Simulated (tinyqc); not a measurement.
Inside a calculation. Model: read current of a NAND string, cells in series solved by shooting.

Numbers from tinyqc (`OMP_NUM_THREADS=1 python tinyqc.py 2142256 2142257 out.jsonl`; about 0.4 s on one thread of a shared Intel Xeon 2.30GHz). Printed values are rounded.

Cells in series, numbered from 0 at the source line (0 V) to the bit line, each followed by a gap resistance Rg. A cell with gate Vg, threshold VT, source Vs and drain Vd passes I = 2 nf K Vt^2 [F(Vs) - F(Vd)]/(1 + th max(Vg - VT, 0)), F(V) = ln^2(1 + exp((Vg - VT - nf V)/(2 nf Vt))). The selected cell has Vg = Vr, the others Vg = Vp.

Values chosen for this exercise; values of the order met in vertical NAND strings: temperature T = 300 K; gain factor of a cell K = 18 uA/V^2; slope factor nf = 1.2; mobility reduction factor th = 0.18 1/V; resistance of the gap between cells Rg = 16 kohm; bit-line voltage Vbl = 0.3 V; pass voltage Vp = 7.2 V; read voltage on the selected word line Vr = 4.46 V.

Constants: q = 1.602176634e-19 C, kB = 1.380649e-23 J/K, Vt = kB T/q. Results are converted to the units shown.

## Step 1: node voltages for a trial current

first trial current = 1 uA
thresholds from the source end, cell 0 to 4 (V): [2.9, 3.7, -2.3, 3.7, -2.3]

For a trial current I start at 0 V and, cell by cell (the selected one is cell 0), solve for the drain: sqrt(F(Vd)) = sqrt(F(Vs) - I/k), k = 2 nf K Vt^2/(1 + th max(Vg - VT, 0)), Vd = [Vg - VT - 2 nf Vt ln(exp(sqrt F) - 1)]/nf, then add I Rg.

node voltage after each cell and gap, trial 1, cell 0 to 4 (V): [0.0624421, 0.105005, 0.137082, 0.180365, 0.212600]

## Step 2: node voltages for a trial current

second trial current = 1.3 uA

As before.

node voltage after each cell and gap, trial 2, cell 0 to 4 (V): [0.0815141, 0.137130, 0.178924, 0.235794, 0.277859]

## Course of the secant iteration

Secant steps on the end voltage less Vbl, from the two trials; a trial above the saturation current of a cell has no solution and is moved halfway to the previous trial. Stop below 1e-9 V.

Course of the iteration:
```
iteration   I (uA)  end voltage - Vbl (V)  halvings
1          1.40179                1.67e-4         0
2          1.40102               -3.22e-7         0
3          1.40102              -4.68e-12         0
```

Converged in 3 iterations to I = 1.4010 uA. The selected cell takes 21.9 % of the bit-line voltage and the gaps together 37.4 %.
